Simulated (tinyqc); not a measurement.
Conductance against temperature: thermal boundary conductance by the acoustic and diffuse mismatch models. Computed by tinyqc, a small Python program. Command: `OMP_NUM_THREADS=1 python tinyqc.py 3023844 3023845 out.jsonl kapitza walk`. One thread of a shared host (Intel(R) Xeon(R) Processor @ 2.30GHz), about 0.01 s of CPU time with the checks.

Each side has one longitudinal and two transverse Debye branches, omega = v q up to q_D = (6 pi^2 n)^(1/3), with n counting all atoms. Scattering at the interface is elastic. Electrons are left out of G, also for metals. Melting is ignored. G refers to the temperatures of the phonons sent towards the interface. Linear branches over all atoms overstate G at high T, most for crystals with several atoms a cell.

Inputs (values chosen for the exercise, modelled on diamond (side 1) and gallium arsenide (side 2)):
```
quantity                    value    unit
density rho_1                3.48  g/cm^3
longitudinal velocity vL_1  17500     m/s
transverse velocity vT_1    12900     m/s
atom density n_1              180  1/nm^3
density rho_2                5.46  g/cm^3
longitudinal velocity vL_2   5360     m/s
transverse velocity vT_2     3090     m/s
atom density n_2               44  1/nm^3
```

Structure: film on a substrate.

Constants: hbar = 1.054571817e-34 J s; k_B = 1.380649e-23 J/K.

Method:
- omega_c = v q_D for each branch, given as hbar omega_c/k_B; impedance Z = rho v.
- No mode conversion. t(theta) = 4 Z_1 Z_2 cos(theta_1) cos(theta_2)/N^2, with N = Z_2 cos(theta_1) + Z_1 cos(theta_2) for L (the form for pressure waves) and N = Z_1 cos(theta_1) + Z_2 cos(theta_2) for both T branches (the form for shear waves polarised along the interface); sin(theta_2) = (v_2/v_1) sin(theta_1), and t = 0 beyond the critical angle arcsin(v_1/v_2); the mean over the incoming flux is alpha = 2 int t sin(theta_1) cos(theta_1) d theta_1 (64 Gauss-Legendre points).
- G = (k_B^4 T^3/(8 pi^2 hbar^3)) int W(x) x^4 e^x/(e^x - 1)^2 dx, x = hbar omega/(k_B T). Acoustic mismatch: W = sum over the three branches of alpha(1 to 2)/v_1^2, each up to the lower of its two cut-offs. Diffuse mismatch: W = S_1 S_2/(S_1 + S_2), where S_i sums 1/v^2 over the branches of side i still below their cut-off. Radiation limit: W = min(S_1, S_2). The integral is split at the four cut-offs (64 Gauss-Legendre points a piece, x at most 45).

Branches:
```
branch     v (m/s)  cut-off (K)  Z (1e6 kg/(m^2 s))
L, side 1    17500      2941.75             60.9000
T, side 1    12900      2168.49             44.8920
L, side 2     5360       563.37             29.2656
T, side 2     3090       324.78             16.8714
```

Transmission:
```
branch  t at normal incidence  largest angle from side 1 (deg)  alpha, 1 to 2  alpha, 2 to 1
L                    0.876906                               90       0.711612      0.0667570
T                    0.794178                               90       0.893585      0.0512712
```

G (MW/(m^2 K)):
```
T (K)  acoustic mismatch  diffuse mismatch  radiation limit
2              0.0010652         0.0011729        0.0012462
5               0.016643          0.018326         0.019473
10               0.13315           0.14661          0.15578
20                1.0649            1.1728           1.2462
40                7.9170            9.1611           9.9544
80                34.011            55.088           67.284
150               67.849            147.68           193.11
300               91.263            225.47           301.57
600               99.444            254.38           342.17
1000              101.36            261.25           351.83
```

What does the comparison show, and why?

All three follow T^3 at the cold end (exponent 3.00 for the diffuse model) and flatten at high T (exponent 0.05 at the hot end); the lowest cut-off is 325 K. The ratio of diffuse to acoustic goes from 1.10 to 2.58. The plateau is set by the frequencies that both sides share.

Extremes, crossings and ranges named in words are read from the listed rows.
